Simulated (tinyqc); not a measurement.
Inside a calculation: deformation-potential model of the L valleys of a conduction band. Values are carried at full precision from step to step, so a last printed digit may differ when a step is redone from the rounded ones.

s11 = (C11 + C12)/((C11 - C12)(C11 + 2 C12)), s12 = -C12/((C11 - C12)(C11 + 2 C12)), s44 = 1/C44; exx = s11 sxx + s12 (syy + szz) and cyclic, exy = s44 sxy/2; tension is positive. A uniaxial stress X along the unit vector n is s_ij = X n_i n_j.

Constants: kB = 8.617333262e-05 eV/K; hbar^2/2m0 = 3.80998211 eV angstrom^2.

Parameters, chosen for this exercise (near those of Ge; the results hold for these values, not for the real material):
```
symbol  value           unit  meaning
C11     128.2           GPa
C12     49.7            GPa
C44     65.6            GPa
load    uniaxial [111]        kind of stress
X       1.39            GPa   stress
Xd      -7.17           eV    dilation potential
Xu      15.73           eV    uniaxial potential
T       77              K     temperature
ml      1.573           m0    longitudinal mass
mt      0.081           m0    transverse mass
```

## Strain from a uniaxial [111] stress

Form the compliances and the strain.

s11, s12, s44 (1/TPa): 9.9571  -2.7817  15.2439

strain tensor:
```
          x         y         z
x  0.002036  0.003532  0.003532
y  0.003532  0.002036  0.003532
z  0.003532  0.003532  0.002036
```

## Valley shifts

Valleys with axes along [111], [1-1-1], [-11-1] and [-1-11], one whole valley each. Herring-Vogt shift of a valley with unit axis a: dE = Xd tr(e) + Xu a.e.a. Non-degenerate shares n_i = exp(-dE_i/kT)/sum_j exp(-dE_j/kT). Inverse mass tensor of a valley: (1 - a a)/mt + a a/ml; the masses are taken as independent of strain.

Apply the Herring-Vogt formula to each valley.

Xd tr(e) = -43.79 meV

a.e.a: [111] 0.009099, [1-1-1] -0.000319, [-11-1] -0.000319, [-1-11] -0.000319

shifts dE (meV): [111] 99.33, [1-1-1] -48.80, [-11-1] -48.80, [-1-11] -48.80

The lowest valleys are [1-1-1], [-11-1] and [-1-11], 148.1 meV below the highest; the mean shift over all valleys is (Xd + Xu/3) tr(e) = -11.77 meV.

## Shares of the electrons

Boltzmann factors of the shifts.

kT = 6.635 meV

shares: [111] 0.0000, [1-1-1] 0.3333, [-11-1] 0.3333, [-1-11] 0.3333

effective number of valley axes, 1/(largest share) = 3.000

## Conductivity mass tensor

With one scattering time for all valleys the conductivity goes as M = sum_i n_i (inverse mass tensor of valley i); along the unit vector u, 1/m_c = u.M.u. Without stress 1/m_c = (1/ml + 2/mt)/3. Take u along [111].

M (1/m0):
```
       x      y      z
x  8.442  1.301  1.301
y  1.301  8.442  1.301
z  1.301  1.301  8.442
```

m_c along [111] = 0.0905 m0
m_c without stress = 0.1185 m0

The repopulation alone changes the mobility along [111] by +30.8 %; with all electrons in the valleys lightest or heaviest along this direction it would change by +31 or -92 %.

## Effective density of states

Each of the 4 whole valleys has m_d = (ml mt^2)^(1/3) and N = 2 (m_d kT/(4 pi c))^(3/2), c = hbar^2/2m0. Counted from the lowest edge, Nc = N x sum_i exp(-(dE_i - dE_min)/kT). 1 angstrom^-3 = 1e24 cm^-3.

m_d = 0.2177 m0
N of one valley = 3.315e+17 cm^-3
Nc under stress = 9.945e+17 cm^-3
Nc without stress = 1.326e+18 cm^-3

## Piezoresistance from repopulation

For small stress d(rho)/rho = pi X. For valleys on the <111> axes pi11 = pi12 = 0 and pi44 = -Xu s44/(3 kT) x (K - 1)/(2K + 1), K = ml/mt. For stress along [110]: pi_l = (pi11 + pi12 + pi44)/2 with the current along it and pi_t = (pi11 + pi12 - pi44)/2 with the current along [1-10]. 1/GPa = 100 x 1e-11/Pa.

K = 19.420

pi11, pi12, pi44 (1e-11/Pa): 0.0  0.0  -556.9

pi_l, pi_t for [110] (1e-11/Pa): -278.5  278.5

Only the transfer between valleys is counted; changes of mass and of intervalley scattering add to it in a real crystal.

## Checks

- Conductivity mass at zero stress against 3/(1/ml + 2/mt): both 0.1184503.
- Piezoresistance coefficients by finite differences against the closed form: largest difference 2.4e-07.

tinyqc: `OMP_NUM_THREADS=1 python tinyqc.py 1080082 1080083 out.jsonl`; about 0.02 s, one thread, shared Intel(R) Xeon(R) Processor @ 2.30GHz.
